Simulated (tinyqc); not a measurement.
Perpendicular magnetic tunnel junction: magnetoresistance, thermal stability and spin-torque switching: one step of the calculation.

A circular free layer treated as one macrospin with its easy axis out of plane. mu0 = 1.25663706212e-6 H/m, gyromagnetic ratio q/m0 (g = 2). Magnetic parameters are taken as given at T.

Question. Retention of the array. A bit flips thermally at the rate exp(-Delta)/t0; the chance that any of N bits flips in ten years (3.15576e8 s) is 1 - exp[-N (time/t0) exp(-Delta)]. The Delta needed for a chance of 1e-4 follows by inversion.

Parameters, values chosen for the exercise: attempt time t0 = 1 ns; bits N = 1.34e8.

Delta = 94.283640

Give: mean life of one bit; expected flips in ten years; Delta needed.

Answer.

mean life of one bit = 2.804e24 years
expected flips in ten years = 4.779e-16
Delta needed = 68.22

Delta exceeds the need by 26.1.

Computed by the program tinyqc: `OMP_NUM_THREADS=1 python tinyqc.py 2450029 2450030 out.jsonl`, one thread of a shared Intel Xeon 2.30GHz, about 0.01 s for the whole run.
